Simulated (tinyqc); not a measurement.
Stretching all distances: RHF, UHF, MP2, CISD and CCSD against full CI in the 6-31g basis, for H3+, spin multiplicity 1. Computed by the program tinyqc with PySCF. All coordinates are multiplied by the scale. c0^2 is the weight of the RHF determinant in the lowest singlet FCI state (UHF is spin-contaminated and may lie near states of higher spin) and n(LUMO) the first natural occupation beyond the occupied space.

Geometry (angstrom):

| atom | x | y | z |
|---|---|---|---|
| H | 0.0000 | 0.0000 | 0.0000 |
| H | 0.0000 | 0.0000 | 0.7500 |
| H | 0.0000 | 0.7150 | 0.3750 |

Full CI energy (hartree) and errors against it (kcal/mol):

| scale | distance 1-2 (angstrom) | E(FCI) | RHF | UHF | MP2 | CISD | CCSD | <S^2> UHF | c0^2 | n(LUMO) |
|---|---|---|---|---|---|---|---|---|---|---|
| 0.980 | 0.735 | -1.29506 | 17.678 | 17.678 | 4.448 | 0.000 | 0.000 | 0.000 | 0.988 | 0.012 |
| 1.150 | 0.863 | -1.30119 | 19.473 | 19.473 | 5.122 | 0.000 | 0.000 | 0.000 | 0.983 | 0.017 |
| 1.320 | 0.990 | -1.28247 | 21.123 | 21.123 | 5.817 | 0.000 | 0.000 | 0.000 | 0.978 | 0.023 |
| 1.500 | 1.125 | -1.25384 | 22.805 | 22.805 | 6.607 | 0.000 | 0.000 | 0.000 | 0.971 | 0.030 |
| 1.670 | 1.252 | -1.22576 | 24.478 | 24.478 | 7.429 | 0.000 | 0.000 | 0.000 | 0.963 | 0.039 |
| 1.840 | 1.380 | -1.19900 | 26.375 | 26.375 | 8.337 | 0.000 | 0.000 | 0.000 | 0.954 | 0.049 |
| 2.190 | 1.643 | -1.14936 | 31.365 | 29.515 | 10.501 | 0.000 | 0.000 | 0.280 | 0.929 | 0.075 |
| 2.360 | 1.770 | -1.12795 | 34.399 | 28.369 | 11.675 | 0.000 | 0.000 | 0.476 | 0.913 | 0.092 |

Estimate the missing row, scale = 2.01.

Computed row:
```
scale  distance 1-2 (angstrom)    E(FCI)     RHF     UHF    MP2   CISD   CCSD  <S^2> UHF   c0^2  n(LUMO)
2.010                    1.508  -1.17397  28.596  28.594  9.340  0.000  0.000      0.009  0.942    0.061
```

UHF parts from RHF first at scale 2.19 of those listed, where <S^2> leaves zero. The weight c0^2 goes from 0.99 to 0.91 and n(LUMO) from 0.01 to 0.09: static correlation grows as the bonds break into open-shell fragments. The spread of the error along the curve, which distorts its shape, is CISD 0.0, CCSD 0.0, MP2 7.2, UHF 11.8, RHF 16.7 kcal/mol. With two electrons CISD and CCSD are exact.
